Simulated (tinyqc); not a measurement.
Gated graphene, quantum capacitance: one step of the calculation.

phi is the Fermi level above the Dirac point, in volts; Vg is counted from the gate voltage of charge neutrality. Ideal linear bands, no charge puddles.

Task. Gate capacitance. Cox = eps0 eox/tox.

Values chosen for this exercise: relative permittivity of the gate insulator (close to silicon dioxide) eox = 3.9; insulator thickness tox = 2.1 nm.

Constants: eps0 = 8.8541878128e-14 F/cm where lengths are in cm. Results are converted to the units shown.

Wanted: Cox.

Result.

Cox = 1.6443 uF/cm^2

Computed by the program tinyqc: `OMP_NUM_THREADS=1 python tinyqc.py 2200130 2200131 out.jsonl`, one thread of a shared Intel Xeon 2.30GHz, about 0.01 s for the whole run.
